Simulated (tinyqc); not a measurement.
Trapped share and trap depth from dynamic on-resistance.

Question. Traps remove the share ft of the electrons in the drain access (length Ld, sheet resistance Rsh before stress), so Ron grows by Rsh Ld ft/(1 - ft). The recovery time goes as T^(-2) exp(q Ea/(kB T)). Find ft and Ea.

Inputs (values chosen for the exercise): drain access length Ld = 16 um.

Constants: q = 1.602176634e-19 C, kB = 1.380649e-23 J/K. Results are converted to the units shown.

Ron before and just after an off-state stress (ohm mm): 6.8336539  8.6889284
Rsh = 347.86397 ohm
recovery times at 320 and 370 K (s): 0.0022  2.2065941e-4

Answer. The rise of Ron over Rsh Ld is ft/(1 - ft); ln(t T^2) is linear in 1/T.

ft = 0.250
Ea = 0.410 eV

Program tinyqc, `OMP_NUM_THREADS=1 python tinyqc.py 2570140 2570141 out.jsonl`; Intel Xeon 2.30GHz, shared host, one thread, about 0.02 s.
